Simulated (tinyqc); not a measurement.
# Admittance spectroscopy of a deep trap: what changes with what

Schottky contact on an n-type layer with shallow donors Nd (all ionised) and a donor-like deep trap, neutral when filled and positive when empty; depletion approximation. Traps within lam of the depletion edge stay filled. The traps at xt = W - lam, where the level crosses the Fermi level, follow a slow signal and not a fast one. w = 2 pi f.

Parameters, values chosen for the exercise; material values those of a made-up semiconductor: relative permittivity eps_r = 10.1; conduction-band density of states at 300 K Nc = 4.84e17 cm^-3; thermal velocity at 300 K vth = 3.9e7 cm/s; shallow donor density Nd = 1e16 cm^-3; built-in voltage Vbi = 1.19 V; depth of the trap below the conduction edge Et = 0.12 eV; capture cross-section sn = 1.1e-14 cm^2; trap density Nt = 1.6e15 cm^-3; reverse bias Vr = 1 V; temperature T = 117 K.

Constants: q = 1.602176634e-19 C, kB = 1.380649e-23 J/K, eps0 = 8.8541878128e-14 F/cm where lengths are in cm. Results are converted to the units shown.

Each table varies one quantity; the others keep the values above.

## Effect of the bias

Emission rate en = sn vth(T) Nc(T) exp(-Et/kB T) = sn g T^2 exp(-Et/kB T), g = vth Nc/(300 K)^2, as vth goes as T^0.5 and Nc as T^1.5 (degeneracy factor 1). lam = sqrt(2 eps0 eps_r (EF - ET)/(q Nd)), EF - ET = Et - (kB T/q) ln(Nc(T)/Nd), Nc(T) = Nc (T/300 K)^1.5. In the steady state at the band bending V, 2 eps0 eps_r V/q = Nd W^2 + Nt (W - lam)^2 (the second term only if W > lam). V = Vbi + Vr. C_HF = eps0 eps_r/W, C_LF = eps0 eps_r (Nd + Nt)/(Nd W + Nt xt). Inflection frequency w0 = 2 en [1 + Nt xt/(Nd W)]; C = C_HF + (C_LF - C_HF)/(1 + (w/w0)^2), G/w = (C_LF - C_HF)(w/w0)/(1 + (w/w0)^2).

Result of one run:
```
Vr (V),W (nm),xt/W,C_HF (nF/cm^2),step (nF/cm^2),step (% of C_HF)
2.6,617.1,0.8330,14.49,0.3417,2.358
```

What becomes of these results when the reverse bias Vr is changed from 2.6 to 1.7 V, all else the same?

Result of the changed run:
```
Vr (V),W (nm),xt/W,C_HF (nF/cm^2),step (nF/cm^2),step (% of C_HF)
1.7,540.4,0.8093,16.55,0.4470,2.701
```

The whole series:
```
Vr (V),W (nm),xt/W,C_HF (nF/cm^2),step (nF/cm^2),step (% of C_HF)
0,350.7,0.7062,25.50,1.077,4.224
0.9,461.3,0.7766,19.39,0.6164,3.179
1.7,540.4,0.8093,16.55,0.4470,2.701
2.6,617.1,0.8330,14.49,0.3417,2.358
3.4,677.9,0.8480,13.19,0.2825,2.142
4.3,740.2,0.8608,12.08,0.2365,1.958
5.1,791.4,0.8698,11.30,0.2066,1.829
6,845.3,0.8781,10.58,0.1809,1.710
```

xt/W rises from 0.706 to 0.878 since lam stays at 103 nm, and the relative step falls from 4.22 to 1.71 %: the nearer xt lies to W in proportion, the less the traps add.

## Effect of the trap density

Same model as above.

V = Vbi + Vr.

Effect of the trap density:
```
Nt (cm^-3),W (nm),step (% of C_HF),w0/(2 en)
2.8e14,490.2,0.5759,1.022
6.1e14,485.3,1.236,1.048
1.4e15,474.5,2.740,1.110
3e15,455.3,5.511,1.232
6.7e15,420.6,10.90,1.506
1.5e16,370.4,20.03,2.083
3.3e16,313.5,33.73,3.215
```

The step rises from 0.576 to 33.7 %, as Nt^(0.98) between the first two rows and Nt^(0.66) between the last two, and w0/(2 en) rises from 1.02 to 3.22: for Nt near Nd the rule w0 = 2 en overstates the cross-section by that factor.

tinyqc, about 0.01 s, one thread, Intel Xeon 2.30GHz (shared host): `OMP_NUM_THREADS=1 python tinyqc.py 2050015 2050016 out.jsonl`
